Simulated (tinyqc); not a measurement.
Ballistic conductance of a hard-wall strip of a two-dimensional electron gas by counting modes: two steps of the calculation.

Subband edges E_n = C (n pi/W)^2/m, n = 1, 2, ...; C = hbar^2/(2 m0). Every mode transmits fully; spin gives the factor 2 in 2 q^2/h, valleys the factor gv.

Parameters, values chosen for the exercise:

| symbol | value | unit | meaning |
|---|---|---|---|
| T | 4 | K | temperature |
| m | 0.022 | m0 | mass |
| gv | 2 |  | valleys |
| Ef | 0.102 | eV | Fermi energy above the 2D band edge |
| W | 110 | nm | width |
| Et | 0.128 | eV | highest subband edge listed |

Constants: q = 1.602176634e-19 C, kB = 1.380649e-23 J/K, hbar = 1.054571817e-34 J s, h = 6.62607015e-34 J s, m0 = 9.1093837015e-31 kg, Vt = kB T/q, hbar^2/(2 m0) = 0.0380998212 eV nm^2. Results are converted to the units shown.

Question 1. Subband edges and their occupation. List the edges below Et; each adds its degeneracy times f = 1/(1 + exp((E_n - Ef)/Vt)) to the thermal mode count.

Find: edge; degeneracy; f.

Answer 1.

| mode | edge (eV) | degeneracy | f |
|---|---|---|---|
| 1 | 0.0014 | 1 | 1.000 |
| 2 | 0.0057 | 1 | 1.000 |
| 3 | 0.0127 | 1 | 1.000 |
| 4 | 0.0226 | 1 | 1.000 |
| 5 | 0.0353 | 1 | 1.000 |
| 6 | 0.0509 | 1 | 1.000 |
| 7 | 0.0692 | 1 | 1.000 |
| 8 | 0.0904 | 1 | 1.000 |
| 9 | 0.1144 | 1 | 0.000 |

Question 2. Conductance and ballistic resistance. G = (2 q^2/h) gv M; at zero temperature M counts the edges below Ef, at T it is the sum of degeneracy times f. The smooth (Sharvin) count is kF W/pi, kF = sqrt(m Ef/C), and with the boundary term kF W/pi - 1/2. The sum runs over the edges listed.

| mode | edge (eV) | degeneracy | f |
|---|---|---|---|
| 1 | 0.00141259 | 1 | 1.0000000 |
| 2 | 0.00565034 | 1 | 1.0000000 |
| 3 | 0.01271327 | 1 | 1.0000000 |
| 4 | 0.02260136 | 1 | 1.0000000 |
| 5 | 0.03531463 | 1 | 1.0000000 |
| 6 | 0.05085306 | 1 | 1.0000000 |
| 7 | 0.06921667 | 1 | 1.0000000 |
| 8 | 0.09040545 | 1 | 1.0000000 |
| 9 | 0.11441940 | 1 | 0.0000000 |

Find: M at zero temperature; M at T; G; resistance 1/G; smooth count.

Answer 2.

M at zero temperature = 8
M at T = 8.0000
G = 1239.7 uS
resistance 1/G = 0.80665 kohm
smooth count = 8.4975

The smooth count is 6.2 % above M at T. With the boundary term it is 8.00.

Computed by the program tinyqc: `OMP_NUM_THREADS=1 python tinyqc.py 2740119 2740120 out.jsonl`, one thread of a shared Intel Xeon 2.30GHz, about 0.07 s for the whole run.
